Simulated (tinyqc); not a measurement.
## Model parameters from four stresses

Inverse problem. The threshold shift of a transistor under bias-temperature stress follows dV = A (V/V0)^g exp[-(Ea q/kB)(1/T - 1/T0)] (t/1 s)^n. Find n, A, g and Ea.

Inputs (values chosen for the exercise):
- V0 = 2 V (reference stress voltage)
- T0 = 373 K (reference temperature)

Constants: q = 1.602176634e-19 C, kB = 1.380649e-23 J/K. Results are converted to the units shown.

dV at (V0, T0, 10 s), (V0, T0, 1000 s), (1.7 V, T0, 1000 s) and (V0, 398 K, 1000 s) (mV): 13.050742  22.679590  11.275520  30.404772

Solution. Each pair differs in one condition, and the logarithm of its ratio gives one exponent.

n = 0.1200
A = 9.900 mV
g = 4.300
Ea = 0.1500 eV

Computed by the program tinyqc: `OMP_NUM_THREADS=1 python tinyqc.py 2070026 2070027 out.jsonl`, one thread of a shared Intel Xeon 2.30GHz, about 0.01 s for the whole run.
